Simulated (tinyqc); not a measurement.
Worked calculation: band-to-band tunnelling across a p-n junction in a two-band chain. Values are carried at full precision from step to step, so a last printed digit may differ when a step is redone from the rounded ones.

Sites alternate A at -Eg/2 and C at +Eg/2 with hopping -t; near the edges, with k counted from the zone boundary pi/a, E^2 = (Eg/2)^2 + (t a k)^2, so t = sqrt(c Eg/m)/a gives the mass m, c = hbar^2/2m0. In the gap cosh(q a) = 1 + (Eg^2/4 - e^2)/(2 t^2), e the energy from the local mid-gap. The potential is V0 = Eg + ov on the p side (left), 0 on the n side, and falls linearly over the 2N sites of the junction, V_j = V0 (1 - j/(2N + 1)), j = 1 to 2N, site 1 being A. E = Eg/2 + x ov. A half chain that ends on a site of level e1 with neighbour e2 has g = (1 + z)/(E - e1), z = exp(-/+ i k a) the root with Im g < 0, cos(k a) = (E - e1)(E - e2)/(2 t^2) - 1. S_L = t^2 g (ending on C, shifted by V0), S_R = t^2 g (starting on A). T = 4 Im(S_L) Im(S_R) |G_(1,2N)|^2.

Constants: hbar^2/2m0 = 3.80998211 eV angstrom^2.

Values chosen for the exercise (gap and mass near those of GaAs; shifted at random, so the results belong to these values and not to a real crystal):

| symbol | value | unit | meaning |
|---|---|---|---|
| Eg | 1.42 | eV | gap |
| m | 0.0743 | m0 | mass of electron and light hole |
| a | 6 | angstrom | period (two sites) |
| ov | 0.14 | eV | overlap: top of the valence band on the p side above the conduction edge on the n side |
| N | 4 |  | periods in the small junction |
| x | 0.33 |  | energy above the n-side conduction edge, as a share of ov |

## Hopping, field and tunnelling length

Form t, V0, E, the field F = V0/((2N + 1) a/2) (1 V/angstrom = 100 MV/cm) and the length Eg/F over which E lies in the gap.

t = 1.4222 eV
V0 = 1.5600 eV
E = 0.7562 eV
F = 5.778 MV/cm
tunnelling length = 24.58 angstrom

So short a junction keeps the matrix small; its field is above the 1 to 3 MV/cm of tunnel diodes.

## Self-energies of the two sides

Form cos(k a) and S for each side.

cos(k a): left -0.964899, right -0.983255

S_L, S_R (eV): -0.04690-0.35090i  0.02310-0.25140i

## Recursive Green function

g_1 = 1/(E - e_1 - S_L); g_j = 1/(E - e_j - t^2 g_(j-1)), with S_R also subtracted at the last site; G_1j = G_1(j-1) (-t) g_j, G_11 = g_1; e_j is the site level plus V_j. The self-energies stand in the order S_L, S_R.

Sweep:

| j | e_j (eV) | g_j (1/eV) | G_1j (1/eV) |
|---|---|---|---|
| 1 | 0.6767 | 0.9088-2.5224i | 0.9088-2.5224i |
| 2 | 1.9233 | -0.0857-0.1455i | 0.6328-0.1194i |
| 3 | 0.3300 | 1.3440-0.6597i | -1.0975+0.8220i |
| 4 | 1.5767 | -0.2474-0.0933i | -0.4952+0.1436i |
| 5 | -0.0167 | 0.7685-0.1139i | 0.5180-0.2372i |
| 6 | 1.2300 | -0.4868-0.0553i | 0.3772-0.1235i |
| 7 | -0.3633 | 0.4739-0.0252i | -0.2498+0.0967i |
| 8 | 0.8833 | -0.8394-0.2289i | -0.3298+0.0341i |

T = 0.0388

## WKB for the same field

T = exp(-2 I/F), I = integral of q de across the gap. Continuum: q = sqrt(Eg^2/4 - e^2)/(t a), I = pi Eg^2/(8 t a). Lattice: q from the cosh formula, 12 Gauss-Legendre points in u with e = (Eg/2) sin(u), u from -pi/2 to pi/2. F in V/angstrom is the value in MV/cm over 100.

I (eV/angstrom): continuum 0.092795, lattice 0.092089

T by WKB: continuum 0.0403, lattice 0.0413

The chain gives 0.0388, 0.940 times the lattice WKB value; the exponent is only 3.19, and reflections at the two kinks of the potential count.

## Checks

- G_(1,2N) from the sweep against inversion of the whole matrix (size): both 0.33153.

Program tinyqc; command `OMP_NUM_THREADS=1 python tinyqc.py 1452816 1452817 out.jsonl`; about 0.01 s on one thread of a shared Intel(R) Xeon(R) Processor @ 2.30GHz.
